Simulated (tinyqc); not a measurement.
Band bending at a free surface with a continuum of surface states, surface photovoltage and Kelvin probe: one step of the calculation.

n-type bulk, xi = Ec - EF = Vt ln(Nc/Nd), p0 = ni^2/Nd, ni = sqrt(Nc Nv) exp(-Eg/(2 Vt)), Eg in volts. b is the upward band bending, u = b/Vt. Space charge per area, in units of q: Qc = sign(b) sqrt((2 eps0 eps_r Vt/q) [(Nd + dn)(exp(-u) - 1) + Nd u + (p0 + dn)(exp(u) - 1)]), with dn the excess density under light (flat quasi-Fermi levels; 0 in the dark). The states hold -Ds (E0 - xi - b): negative while the Fermi level lies above the neutrality level. Neutrality: Qc + Qf + (charge of the states) = 0.

Question. Bulk quantities. xi, ni, p0, the Debye length sqrt(eps0 eps_r Vt/(q Nd)) and the flat-band work function chi + xi.

Inputs (values chosen for the exercise); band and dielectric values close to those of silicon:
```
symbol    value   unit                                 meaning
T           300      K                             temperature
Eg         1.11     eV                                band gap
eps_r      11.6                          relative permittivity
Nc      2.82e19  cm^-3  conduction-band density of states at T
Nv      2.62e19  cm^-3     valence-band density of states at T
chi        4.04     eV                       electron affinity
Nd       1.9e16  cm^-3                           donor density
```

Constants: q = 1.602176634e-19 C, kB = 1.380649e-23 J/K, Vt = kB T/q, eps0 = 8.8541878128e-14 F/cm where lengths are in cm. Results are converted to the units shown.

Give: xi; ni; p0; Debye length; chi + xi.

Answer.

xi = 0.18879 eV
ni = 1.2903e10 cm^-3
p0 = 8762.3 cm^-3
Debye length = 29.534 nm
chi + xi = 4.2288 eV

Program tinyqc, `OMP_NUM_THREADS=1 python tinyqc.py 2430070 2430071 out.jsonl`; Intel Xeon 2.30GHz, shared host, one thread, about 0.01 s.
